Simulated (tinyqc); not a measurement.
Worked calculation: shallow donor in effective-mass theory, with valley-orbit splitting. Values are carried at full precision from step to step, so a last printed digit may differ when a step is redone from the rounded ones.

Constants: Ry = 13.60569312 eV; a0 (Bohr radius) = 0.5291772105 angstrom; hbar^2/2m0 = 3.80998211 eV angstrom^2; e^2/(4 pi eps0) = 14.39964547 eV angstrom.

Values chosen for the exercise (near those of a group-V donor in Si; not measured data):
- ml = 0.925 m0 (longitudinal mass)
- mt = 0.188 m0 (transverse mass)
- eps = 11.7 (dielectric constant)
- a = 23.7 angstrom (trial radius across the axis)
- b = 15.3 angstrom (trial radius along the axis)
- E0 = -29.4 meV (single-valley level)
- D0 = 3.92 meV (central-cell shift)
- D1 = 2.27 meV (coupling of perpendicular valleys)
- D2 = 1.58 meV (coupling of opposite valleys)
- Ds = -16.8 meV (strain splitting: z valleys less the others)

## Hydrogen-like estimates

Ry* = Ry m/eps^2 and a* = a0 eps/m for four choices of one mass: mt, the conductivity mass 3/(1/ml + 2/mt), the density-of-states mass (ml mt^2)^(1/3), and ml.

Estimates:
```
mass               m (m0)  Ry* (meV)  a* (angstrom)
mt                 0.1880      18.69          32.93
conductivity       0.2560      25.44          24.19
density of states  0.3198      31.78          19.36
ml                 0.9250      91.94           6.69
```

## Energy of one trial function

One valley: H = -c [(d2/dx2 + d2/dy2)/mt + (d2/dz2)/ml] - q/(eps r), c = hbar^2/2m0, q = e^2/(4 pi eps0). Trial function exp(-sqrt((x^2 + y^2)/a^2 + z^2/b^2)) with a > b: T = (c/3)(2/(mt a^2) + 1/(ml b^2)), V = -(q/eps) atan(u/b)/u, u = sqrt(a^2 - b^2). The central cell of the impurity is left out.

Evaluate T, V and E. Scaling both radii by f changes T to T/f^2 and V to V/f, so the best factor is f = -2T/V, with energy -V^2/(4T).

T = 29.919 meV
V = -59.092 meV
E = -29.173 meV
best scale factor = 1.0126
energy after scaling = -29.178 meV

The virial ratio -V/T is 1.975; it is 2 at the best scale. Scaling gains 0.005 meV.

## Scan over the shape

For each ratio b/a = 0.2, 0.3, ..., 0.9 the best scale follows from a = -2 T1/V1, with T1 and V1 taken at a = 1 angstrom.

Scan:
```
b/a  a (angstrom)  b (angstrom)  E (meV)
0.2         55.62         11.12  -15.465
0.3         35.22         10.57  -23.190
0.4         28.38         11.35  -27.425
0.5         25.54         12.77  -29.138
0.6         24.29         14.57  -29.368
0.7         23.80         16.66  -28.797
0.8         23.72         18.98  -27.822
0.9         23.88         21.49  -26.664
```

The best listed ratio is 0.6; (mt/ml)^(1/2) = 0.45 and (mt/ml)^(1/3) = 0.59 are common guesses.

## The minimum

Minimise over a and b. The Mott estimate n_c = (0.25/a_m)^3 uses a_m = (a^2 b)^(1/3); 1/angstrom^3 = 1e24/cm^3.

a = 24.56 angstrom
b = 14.00 angstrom
E = -29.407 meV
a_m = 20.36 angstrom
n_c = 1.85 x 1e18/cm^3

b/a = 0.570. The binding energy is 1.574 times Ry*(mt). The central cell of a real donor shrinks the orbit and raises n_c (3.7 x 1e18/cm^3 for P in Si).

## The valley-orbit matrix

Basis: the 1s envelopes of the valleys +x, -x, +y, -y, +z, -z. Diagonal E0 - D0, element -D2 between opposite valleys and -D1 between perpendicular ones. Strain along [001] adds 2 Ds/3 to the z valleys and -Ds/3 to the others.

Fill it in with the strain.

H (meV):
```
         +x       -x       +y       -y       +z       -z
+x  -27.720   -1.580   -2.270   -2.270   -2.270   -2.270
-x   -1.580  -27.720   -2.270   -2.270   -2.270   -2.270
+y   -2.270   -2.270  -27.720   -1.580   -2.270   -2.270
-y   -2.270   -2.270   -1.580  -27.720   -2.270   -2.270
+z   -2.270   -2.270   -2.270   -2.270  -44.520   -1.580
-z   -2.270   -2.270   -2.270   -2.270   -1.580  -44.520
```

## Levels and ground state

Diagonalise. For the lowest state give the amplitudes (positive) and (sum of amplitudes)^2/6, the contact density relative to no strain.

levels (meV): -48.847  -42.940  -31.093  -26.140  -26.140  -24.760

amplitudes: +x 0.1967, -x 0.1967, +y 0.1967, -y 0.1967, +z 0.6501, -z 0.6501

relative contact density = 0.7259

The z valleys hold 84.5 % of the ground state, against 33.3 % without strain.

## Checks

- Energy from 21 anisotropic Gaussians against the two-parameter function, meV: -29.45 against -29.41.
- Unstrained levels against E0 - D0 - 4 D1 - D2 (A1), E0 - D0 + D2 (T2, threefold) and E0 - D0 + 2 D1 - D2 (E, twofold): they agree to 1e-10 or better.

Run: tinyqc, `OMP_NUM_THREADS=1 python tinyqc.py 1280797 1280798 out.jsonl`; Intel(R) Xeon(R) Processor @ 2.30GHz, one thread, shared host; about 0.01 s of CPU time with all checks.
